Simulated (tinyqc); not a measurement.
Transfer-length model of a contact: one step of the calculation.

A metal contact of length d and width W on a thin layer of the same width. The metal has no resistance, the sheet resistance under it equals Rsh, and current enters the layer at the front edge x = 0.

Task. Contact resistivity. rc = Rsh Lt^2. Short cuts: Rsh A^2 (long contact, Lt = A) and Rc W d (short contact, even current).

Inputs (values chosen for the exercise): specific contact resistivity rc = 1.5e-8 ohm cm^2; contact length d = 0.057 um; contact width W = 5.7 um.

Rsh = 778.77507 ohm/sq
Rc = 7.0028625 ohm
A = 0.051255256 um
converged Lt = 0.044077341 um

Give: rc; Rsh A^2; Rc W d.

Result.

rc = 1.513e-8 ohm cm^2
Rsh A^2 = 2.046e-8 ohm cm^2
Rc W d = 2.275e-8 ohm cm^2

The extracted rc is 0.87 % above the value 1.5e-8 ohm cm^2 that made the data.

Computed by the program tinyqc: `OMP_NUM_THREADS=1 python tinyqc.py 2760170 2760171 out.jsonl`, one thread of a shared Intel Xeon 2.30GHz, about 0.01 s for the whole run.
